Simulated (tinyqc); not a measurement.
# Coupling and lever arm from microwave spectroscopy

Problem. A charge qubit absorbs at h f = sqrt(ep^2 + 4 tc^2), ep = al (V - V0). Find al, V0 and tc.

Constants: q = 1.602176634e-19 C, h = 6.62607015e-34 J s. Results are converted to the units shown.

gate voltage (mV): 0.6155  0.773  0.899
resonance frequency Om/h (GHz): 11.463724  10.262107  16.504242

Solution. (h f)^2 is a parabola in V: its curvature gives al, its vertex V0 and 4 tc^2.

al = 0.300 eV/V
V0 = 0.710 mV
tc = 19.0 ueV

Program tinyqc, `OMP_NUM_THREADS=1 python tinyqc.py 2470116 2470117 out.jsonl`; Intel Xeon 2.30GHz, shared host, one thread, about 0.01 s.
